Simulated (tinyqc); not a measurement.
Tunnelling through a thin dielectric with one trap, as a tight-binding chain: one step. Transmission. Four cases, with inputs chosen for the exercise.

Problem. Invert the matrix; T = (2 t sin(ka))^2 |G_1N|^2.

Hopping -t everywhere, t = c/(m a^2), c = hbar^2/2m0; lead sites at 2t (band bottom 0), barrier sites 1 to N at 2t + phi, and site j has U besides. No voltage. Leads give S = -t exp(ika) on sites 1 and N, cos(ka) = 1 - E/(2t). T = (2 t sin(ka))^2 |G_1N|^2, G = (E - H - S)^-1. In the barrier cosh(q a) = 1 + (phi - E)/(2t).

Give: first row of G; T.

Case 1.

E - H - S (eV):
```
                     1          2          3          4          5
1  -4.676586+1.260871i   2.026586   0.000000   0.000000   0.000000
2             2.026586  -6.263172   2.026586   0.000000   0.000000
3             0.000000   2.026586  -6.263172   2.026586   0.000000
4             0.000000   0.000000   2.026586  -6.263172   2.026586
5             0.000000   0.000000   0.000000   2.026586  -2.163172
6             0.000000   0.000000   0.000000   0.000000   2.026586
7             0.000000   0.000000   0.000000   0.000000   0.000000
8             0.000000   0.000000   0.000000   0.000000   0.000000

           6          7                    8
1   0.000000   0.000000             0.000000
2   0.000000   0.000000             0.000000
3   0.000000   0.000000             0.000000
4   0.000000   0.000000             0.000000
5   2.026586   0.000000             0.000000
6  -6.263172   2.026586             0.000000
7   2.026586  -6.263172             2.026586
8   0.000000   2.026586  -4.676586+1.260871i
```

t = 2.026586 eV
ka = 0.6715051 rad

Solution.

first row of G (1/eV): -0.2310-0.07427i  -0.08593-0.02763i  -0.03452-0.01112i  -0.02077-0.006749i  -0.02965-0.009733i  -0.01089-0.003640i  -0.003991-0.001517i  -0.001447-0.001047i

T = 2.029e-05

Without the trap T is 4.04e-07: the trap changes it by a factor 50.2 at this energy.

Case 2.

E - H - S (eV):
```
                      1          2          3          4          5
1   -4.416549+1.651226i   2.976549   0.000000   0.000000   0.000000
2              2.976549  -6.893097   2.976549   0.000000   0.000000
3              0.000000   2.976549  -6.893097   2.976549   0.000000
4              0.000000   0.000000   2.976549  -6.893097   2.976549
5              0.000000   0.000000   0.000000   2.976549  -3.733097
6              0.000000   0.000000   0.000000   0.000000   2.976549
7              0.000000   0.000000   0.000000   0.000000   0.000000
8              0.000000   0.000000   0.000000   0.000000   0.000000
9              0.000000   0.000000   0.000000   0.000000   0.000000
10             0.000000   0.000000   0.000000   0.000000   0.000000

            6          7          8          9                   10
1    0.000000   0.000000   0.000000   0.000000             0.000000
2    0.000000   0.000000   0.000000   0.000000             0.000000
3    0.000000   0.000000   0.000000   0.000000             0.000000
4    0.000000   0.000000   0.000000   0.000000             0.000000
5    2.976549   0.000000   0.000000   0.000000             0.000000
6   -6.893097   2.976549   0.000000   0.000000             0.000000
7    2.976549  -6.893097   2.976549   0.000000             0.000000
8    0.000000   2.976549  -6.893097   2.976549             0.000000
9    0.000000   0.000000   2.976549  -6.893097             2.976549
10   0.000000   0.000000   0.000000   2.976549  -4.416549+1.651226i
```

t = 2.976549 eV
ka = 0.5880568 rad

Solution.

first row of G (1/eV): -0.2843-0.2016i  -0.1977-0.1415i  -0.1735-0.1260i  -0.2041-0.1503i  -0.2992-0.2221i  -0.1711-0.1282i  -0.09711-0.07487i  -0.05375-0.04515i  -0.02736-0.02969i  -0.009615-0.02360i

T = 0.007085

Without the trap T is 5.99e-05: the trap changes it by a factor 118 at this energy.

Case 3.

E - H - S (eV):
```
                      1          2          3          4          5
1   -3.592932+0.722367i   1.007932   0.000000   0.000000   0.000000
2              1.007932  -4.295864   1.007932   0.000000   0.000000
3              0.000000   1.007932  -4.295864   1.007932   0.000000
4              0.000000   0.000000   1.007932  -4.295864   1.007932
5              0.000000   0.000000   0.000000   1.007932  -0.735864
6              0.000000   0.000000   0.000000   0.000000   1.007932
7              0.000000   0.000000   0.000000   0.000000   0.000000
8              0.000000   0.000000   0.000000   0.000000   0.000000
9              0.000000   0.000000   0.000000   0.000000   0.000000
10             0.000000   0.000000   0.000000   0.000000   0.000000
11             0.000000   0.000000   0.000000   0.000000   0.000000

            6          7          8          9         10
1    0.000000   0.000000   0.000000   0.000000   0.000000
2    0.000000   0.000000   0.000000   0.000000   0.000000
3    0.000000   0.000000   0.000000   0.000000   0.000000
4    0.000000   0.000000   0.000000   0.000000   0.000000
5    1.007932   0.000000   0.000000   0.000000   0.000000
6   -4.295864   1.007932   0.000000   0.000000   0.000000
7    1.007932  -4.295864   1.007932   0.000000   0.000000
8    0.000000   1.007932  -4.295864   1.007932   0.000000
9    0.000000   0.000000   1.007932  -4.295864   1.007932
10   0.000000   0.000000   0.000000   1.007932  -4.295864
11   0.000000   0.000000   0.000000   0.000000   1.007932

                     11
1              0.000000
2              0.000000
3              0.000000
4              0.000000
5              0.000000
6              0.000000
7              0.000000
8              0.000000
9              0.000000
10             1.007932
11  -3.592932+0.722367i
```

t = 1.007932 eV
ka = 0.7990329 rad

Solution.

first row of G (1/eV): -0.2860-0.06183i  -0.07150-0.01546i  -0.01880-0.004064i  -0.008613-0.001862i  -0.01791-0.003873i  -0.004463-0.0009651i  -0.001112-0.0002405i  -0.0002772-5.995e-05i  -6.908e-05-1.500e-05i  -1.725e-05-3.992e-06i  -4.434e-06-2.011e-06i

T = 4.949e-11

Without the trap T is 1.88e-13: the trap changes it by a factor 264 at this energy.

Case 4.

E - H - S (eV):
```
                     1          2          3          4          5
1  -3.322932+0.900433i   1.007932   0.000000   0.000000   0.000000
2             1.007932  -3.775864   1.007932   0.000000   0.000000
3             0.000000   1.007932  -3.775864   1.007932   0.000000
4             0.000000   0.000000   1.007932  -0.655864   1.007932
5             0.000000   0.000000   0.000000   1.007932  -3.775864
6             0.000000   0.000000   0.000000   0.000000   1.007932
7             0.000000   0.000000   0.000000   0.000000   0.000000
8             0.000000   0.000000   0.000000   0.000000   0.000000

           6          7                    8
1   0.000000   0.000000             0.000000
2   0.000000   0.000000             0.000000
3   0.000000   0.000000             0.000000
4   0.000000   0.000000             0.000000
5   1.007932   0.000000             0.000000
6  -3.775864   1.007932             0.000000
7   1.007932  -3.775864             1.007932
8   0.000000   1.007932  -3.322932+0.900433i
```

t = 1.007932 eV
ka = 1.1047391 rad

Solution.

first row of G (1/eV): -0.3098-0.09448i  -0.1137-0.03468i  -0.1161-0.03546i  -0.3211-0.09814i  -0.09289-0.02840i  -0.02685-0.008264i  -0.007696-0.002556i  -0.001979-0.001312i

T = 1.828e-05

Without the trap T is 9.50e-09: the trap changes it by a factor 1.92e+03 at this energy.

Computed by tinyqc, one run a case: `OMP_NUM_THREADS=1 python tinyqc.py N N+1 out.jsonl` with N = 1481827, 1481831, 1481855, 1482017; one thread of a shared Intel(R) Xeon(R) Processor @ 2.30GHz, about 0.1 s a run at most.
